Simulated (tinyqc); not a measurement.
One-diode model of a solar cell: one step of the calculation.

J is the current delivered and Vj = V + J Rs the junction voltage. J = X JL - J01 (exp(Vj/(n1 Vt)) - 1) - Vj/Rp. The photocurrent does not depend on voltage.

Problem. Figures of merit. Jsc at V = 0, Voc at J = 0, the maximum power point where J (1 + 2 Rs G) = G Vj with G = -dJ/dVj; FF = Vmp Jmp/(Voc Jsc); efficiency Vmp Jmp/(X Pin). Empirical fill factor without parasitics FF0 = (v - ln(v + 0.72))/(v + 1), v = Voc/(n1 Vt).

Values chosen for this exercise; values of the order met in cells of CIGS: temperature T = 298.15 K; photocurrent at one sun JL = 29.7 mA/cm^2; concentration X = 1 suns; saturation current of the diode J01 = 3.8e-13 A/cm^2; ideality factor of the diode n1 = 1.05; series resistance Rs = 1.2 ohm cm^2; shunt resistance Rp = 30000 ohm cm^2; incident power at one sun Pin = 100 mW/cm^2.

Constants: q = 1.602176634e-19 C, kB = 1.380649e-23 J/K, Vt = kB T/q. Results are converted to the units shown.

Give: Jsc; Voc; Vmp; Jmp; FF; efficiency; FF0.

Solution.

Jsc = 29.70 mA/cm^2
Voc = 0.6766 V
Vmp = 0.5612 V
Jmp = 28.24 mA/cm^2
FF = 0.7885
efficiency = 15.85 %
FF0 = 0.8370

FF is 5.8 % below FF0. Removing one loss at a time changes the efficiency by: series resistance +0.96, shunt +0.01 points.

Computed by the program tinyqc: `OMP_NUM_THREADS=1 python tinyqc.py 2280125 2280126 out.jsonl`, one thread of a shared Intel Xeon 2.30GHz, about 0.01 s for the whole run.
